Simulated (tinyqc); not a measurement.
# Gap voltage and exponent from three temperatures

Question. At constant current VBE(T) = Vg0 - a T - eta (kB T/q) ln T, where a is a constant. Find Vg0, eta and dVBE/dT at the middle temperature.

Constants: q = 1.602176634e-19 C, kB = 1.380649e-23 J/K. Results are converted to the units shown.

T (K): [233, 300, 390]
VBE at a constant current (V): [0.8150045011, 0.6822403325, 0.4952974695]

Answer. The relation is linear in Vg0, a and eta, so three points give a linear system; the slope is (VBE - Vg0 - eta kB T/q)/T. eta rests on the curvature of VBE(T) alone, so real fits need accuracy of some tens of microvolts or better.

Vg0 = 1.179 V
eta = 4.300
dVBE/dT = -2.026 mV/K

Program tinyqc, `OMP_NUM_THREADS=1 python tinyqc.py 2062061 2062062 out.jsonl`; Intel Xeon 2.30GHz, shared host, one thread, about 0.02 s.
